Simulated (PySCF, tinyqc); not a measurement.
Orbital energy against energy difference: ionisation energy by orbital energies and by energy differences in the 6-31g* basis, for H4, spin multiplicity 1. Computed by the program tinyqc with PySCF. 

Geometry (angstrom):
```
atom       x       y       z
H     0.0000  0.0000  0.0000
H     0.0000  0.0000  0.7850
H     0.0000  0.8910  0.0000
H     0.0000  0.8910  0.7850
```

CCSD(T) difference in the same basis = 9.0929 eV

IP-EOM-CCSD = 9.1158 eV

The cation is unrestricted; errors are against CCSD(T) in this basis, not against experiment.

First vertical ionisation energy (eV):
```
method     -e(HOMO)  E(cation) - E  error of -e(HOMO)  error of the difference
HF           8.6808       8.228075            -0.4121                  -0.8648
LDA          4.1348       8.968819            -4.9580                  -0.1241
PBE          4.1887       8.970398            -4.9042                  -0.1225
B3LYP        5.3380       9.145468            -3.7549                   0.0526
PBE0         5.5250       9.002350            -3.5679                  -0.0905
CAM-B3LYP    6.9345       9.088305            -2.1584                  -0.0046
LC-wPBE      8.3596       9.049152            -0.7333                  -0.0437
```

Koopmans errs by -0.41 eV and Delta-HF by -0.86 eV: relaxation, 0.45 eV, lowers the value and the missing correlation difference works against it. The PBE level is off by -4.9 eV through the wrong tail of its potential, though its energy difference is off by -0.12 eV; exact exchange deepens the level, and among the orbital energies HF comes closest; among the differences CAM-B3LYP does. The restricted reference is unstable here: a spin-polarised solution lies 0.0210 hartree lower (PySCF), so results built on it describe a poor reference.
